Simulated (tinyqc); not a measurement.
Inside a calculation: deep level with several charge states, and Shockley-Read-Hall recombination. Values are carried at full precision from step to step, so a last printed digit may differ when a step is redone from the rounded ones.

Energies from Ev. The defect has charge states 0, -1, -2 with weights 1, gm exp((EF - E1)/kT), exp((2 EF - E1 - E2)/kT); the shares are the weights over their sum. Boltzmann carriers: n = Nc exp((EF - Eg)/kT), p = Nv exp(-EF/kT). Neutrality: p - n + Nd + Nt <q> = 0.

Constants: kB = 8.617333262e-05 eV/K.

Values chosen for the exercise (gap and densities of states near those of GaAs at this temperature; shifted at random, so the results belong to these values and not to a real crystal):
```
symbol  value     unit    meaning
Eg      1.396     eV      gap
Nc      5.48e+17  1/cm^3  conduction-band density of states
Nv      1.19e+19  1/cm^3  valence-band density of states
T       350       K
E1      0.592     eV      level (0/-1) above Ev
E2      1.042     eV      level (-1/-2) above Ev
gm      1                 degeneracy of the middle state, the others 1
Nt      5.7e+14   1/cm^3  defects
Nd      5e+15     1/cm^3  ionised shallow donors minus acceptors
E_try   0.812     eV      trial Fermi level
Et      1.042     eV      recombination level above Ev
sn      1e-14     cm^2    electron capture cross-section
sp_     1.3e-14   cm^2    hole capture cross-section
vth     12000000  cm/s    thermal velocity, both carriers
Nm      5.7e+15   1/cm^3  equilibrium electrons for the lifetime steps
dn      1.8e+16   1/cm^3  excess pairs
```

## Charge states at a trial Fermi level

Form the exponents, the shares, the mean charge and the residual of neutrality at EF = E_try.

exponents of the second and third weights: 7.294  -0.332

shares: 0 0.0007, -1 0.9988, -2 0.0005

<q> = -0.9998

n, p (1/cm^3): 2.14e+09  2.42e+07

residual = 4.43e+15 1/cm^3

The residual is positive, so EF must rise.

## The neutral state

Solve for EF.

EF = 1.2465 eV

shares at EF: 0 0.000, -1 0.001, -2 0.999

n = 3.86e+15 1/cm^3
p = 13.4 1/cm^3

Without the defects the majority density would be 5.00e+15 1/cm^3; with them the density of these carriers is 3.86e+15, so they compensate part of the doping. Most defects are in the state -2.

## Recombination through one level

One level at Et with degeneracy 1: tn = 1/(sn vth Nt), tp = 1/(sp_ vth Nt), n1 = Nc exp((Et - Eg)/kT), p1 = Nv exp(-Et/kT), ni^2 = n1 p1. Equilibrium n0 = Nm, p0 = ni^2/Nm; n = n0 + dn, p = p0 + dn. U = (n p - ni^2)/(tp (n + n1) + tn (p + p1)), lifetime dn/U; emission rates en = sn vth n1, ep = sp_ vth p1.

Evaluate each quantity.

tn, tp (microsecond): 0.01462  0.01125

n1, p1 (1/cm^3): 4.38e+12  1.18e+04

U = 8.05e+23 1/(cm^3 s)
lifetime = 0.0224 microsecond

The lifetime is 1.988 times the minority capture time tp and 0.864 times tn + tp, the limit of high injection.

## Emission and generation in a depleted region

With n = p = 0 the level generates pairs at G = Nt en ep/(en + ep); generation lifetime tg = ni/G; current density e G W for a width W = 1 micrometre, e = 1.602176634e-19 C.

en, ep (1/s): 5.26e+05  0.00184

G = 1.05e+12 1/(cm^3 s)
tg = 217 microsecond
current density = 1.68e-11 A/cm^2

The slower step, hole emission, limits the rate: en/ep = 2.86e+08.

## Checks

- U against hole capture minus emission at the steady occupation of the level (1/(cm^3 s)): both 8.053e+23.

(tinyqc, `OMP_NUM_THREADS=1 python tinyqc.py 1682787 1682788 out.jsonl`, Intel(R) Xeon(R) Processor @ 2.30GHz, 1 thread, shared host, about 0.01 s.)
